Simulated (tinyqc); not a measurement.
## Surface potential of a MOS transistor: implicit equation and explicit approximations: accuracy of the approximations against gate voltage

p-type body, charge-sheet picture, depletion and inversion only, full ionisation (an idealisation for deep acceptors), Boltzmann statistics (rough once Na exp(x - xn) passes about Nc/7). In units of Vt: xg = (Vg - Vfb)/Vt, x = psi/Vt, G = gamma/sqrt(Vt), xn = (2 phiF + Vc)/Vt. The implicit equation is (xg - x)^2 = G^2 [x - 1 + exp(x - xn)] for x above about 3. Cox = eps0 eox/tox.

ni = sqrt(Nc Nv) exp(-Eg/(2 Vt)), Eg in volts; phiF = Vt ln(Na/ni); gamma = sqrt(2 q eps0 eps_r Na)/Cox; VT = Vfb + Vt (xn + G sqrt(xn - 1)). Depletion value a = 1 + [sqrt(G^2/4 + xg - 1) - G/2]^2; inversion value b = xn + ln[(xg - xn)^2/G^2 - xn + 1] and first guess y = min(a, b) - ln(1 + exp(-|a - b|)) if a > xn + 1, else b = y = a; one second-order correction with D = exp(y - xn), p = 2 (xg - y) + G^2 (1 + D), w = (xg - y)^2 - G^2 (y - 1 + D): z = y + 2 w/(p + sqrt(p^2 - 2 (2 - G^2 D) w)), or the Newton step z = y + w/p where the root is not real. N_inv = (Cox Vt G/q) [sqrt(x - 1 + exp(x - xn)) - sqrt(x - 1)] at the root. Lambert form (Cox m Vt/q) W0[(G/(2 m sqrt(xn - 1))) exp((Vg - VT)/(m Vt))], m = 1 + G/(2 sqrt(xn - 1)). Errors under 1e-4 mV, and the linear form below VT, are printed as 0.

Parameters, values chosen for the exercise; band and dielectric values close to those of silicon:
```
symbol    value   unit                                                                 meaning
T           300      K                                                             temperature
Eg         1.12     eV                                                                band gap
eps_r      11.5                                                          relative permittivity
Nc      2.75e19  cm^-3                                  conduction-band density of states at T
Nv      2.63e19  cm^-3                                     valence-band density of states at T
eox         3.9         relative permittivity of the gate insulator (close to silicon dioxide)
tox         4.7     nm                                                     insulator thickness
Na       2.8e16  cm^-3                                                        acceptor density
Vfb       -0.83      V                                                       flat-band voltage
Vc            0      V                                                    channel-body voltage
```

Constants: q = 1.602176634e-19 C, kB = 1.380649e-23 J/K, Vt = kB T/q, eps0 = 8.8541878128e-14 F/cm where lengths are in cm. Results are converted to the units shown.

Results:
```
Vg (V)  psi (V)   x - xn  error of y (mV)  error of z (mV)  N_inv (cm^-2)  Cox (Vg - VT)/q (cm^-2)  Lambert form (cm^-2)
-0.35    0.4004   -14.10                0                0           9470                        0                  5705
-0.15    0.5829   -7.041          1.81e-3                0        9.043e6                        0               7.581e6
0.05     0.7661  0.04349             1.88         -1.18e-4        9.278e9                 1.482e10               9.362e9
0.25     0.8729    4.178             25.6             8.10       4.005e11                 9.320e11              4.365e11
0.45     0.9104    5.628             18.9            -6.31       1.134e12                 1.849e12              1.222e12
0.65     0.9324    6.477             14.5            -1.42       1.943e12                 2.766e12              2.072e12
0.85     0.9480    7.081             11.9           -0.659       2.784e12                 3.683e12              2.945e12
1.25     0.9699    7.930             8.91           -0.237       4.511e12                 5.518e12              4.719e12
```

Estimate the missing row, Vg = 1.05 V.

Computed row:
```
Vg (V)  psi (V)  x - xn  error of y (mV)  error of z (mV)  N_inv (cm^-2)  Cox (Vg - VT)/q (cm^-2)  Lambert form (cm^-2)
1.05     0.9601   7.549             10.2           -0.374       3.642e12                 4.601e12              3.828e12
```

With this row back in the table: psi rises from 0.400 to 0.970 V and ends 7.9 Vt above 2 phiF + Vc. Among the rows the first guess is off by at most 26 mV (at Vg = 0.25 V) and the corrected value by at most 8.1 mV. In the last row the linear form is 22 % above N_inv and the Lambert form 4.6 % above it; in the first row the Lambert form is 40 % below it. For Vg = 0.45, 0.65, 0.85, 1.05, 1.25 the electron quasi-Fermi level lies less than 2 Vt below the band edge at the surface, or above it, where degeneracy and confinement, left out, matter.

tinyqc, about 0.01 s, one thread, Intel Xeon 2.30GHz (shared host): `OMP_NUM_THREADS=1 python tinyqc.py 2122048 2122049 out.jsonl`
